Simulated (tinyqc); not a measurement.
Frequency dispersion of an accumulation capacitance by border traps, distributed model: effect of the decay constant of the wave function in the insulator.

Traps spread evenly through the insulator exchange electrons with the semiconductor by tunnelling, with tau(x) = t0 exp(2 ka x) at depth x from the interface. The admittance per area Y seen at depth x obeys dY/dx = -Y^2/(i w eps0 eox) + q Nb ln(1 + i w tau)/tau, with Y(0) = i w Cs and w = 2 pi f; the gate sees Y(tox) = G + i w C. Working variable y = Y/(i w), in uF/cm^2. Cox = eps0 eox/tox.

Cox; trap-free value 1/(1/Cox + 1/Cs); response depth d = ln(1/(w t0))/(2 ka), where w tau = 1; lumped estimate: all traps within d act as C_bt = q Nb d placed at d/2, so C = 1/{1/[1/(1/Cs + d/(2 eps0 eox)) + C_bt] + (tox - d/2)/(eps0 eox)}. C and G from a fine integration; dispersion -d C/d log10 f over C, from f times and over 1.1. For a broad spread of time constants G/w is close to -(pi/2) dC/d ln w.

Inputs (values chosen for the exercise); permittivity close to that of zirconium oxide: relative permittivity of the insulator eox = 22.2; insulator thickness tox = 9.7 nm; semiconductor capacitance in accumulation Cs = 1.8 uF/cm^2; density of border traps Nb = 8.1e18 cm^-3 eV^-1; time constant of a trap at the interface t0 = 4e-11 s; frequency f = 100 Hz.

Constants: q = 1.602176634e-19 C, eps0 = 8.8541878128e-14 F/cm where lengths are in cm. Results are converted to the units shown.

The same in every row: trap-free C (uF/cm^2) = 0.9533.

Effect of the decay constant of the wave function in the insulator:
```
ka (1/nm)  d (nm)  C (uF/cm^2)  G/w (uF/cm^2)  dispersion (% a decade)  -(pi/2) dC/d ln w (uF/cm^2)  lumped C (uF/cm^2)
2.5         3.500        1.122        0.01766                    2.306                      0.01765               1.107
3.2         2.734        1.078        0.01251                    1.700                      0.01251               1.069
3.9         2.243        1.053       0.009653                    1.344                     0.009651               1.046
4.6         1.902        1.036       0.007844                    1.110                     0.007843               1.030
5.3         1.651        1.024       0.006600                   0.9450                     0.006599               1.019
6           1.458        1.015       0.005694                   0.8224                     0.005693               1.011
6.7         1.306        1.008       0.005004                   0.7278                     0.005004               1.004
7.4         1.182        1.002       0.004463                   0.6527                     0.004462              0.9993
```

What does the comparison show?

As ka goes from 2.5 to 7.4, C falls from 1.12 to 1.00 uF/cm^2, the dispersion falls from 2.31 to 0.653 % a decade and G/w falls from 0.0177 to 0.00446 uF/cm^2. The lumped estimate is 1.3 % below C in the first row and 0.30 % below it in the last.

Numbers from tinyqc (`OMP_NUM_THREADS=1 python tinyqc.py 2202203 2202204 out.jsonl`; about 0.6 s on one thread of a shared Intel Xeon 2.30GHz).
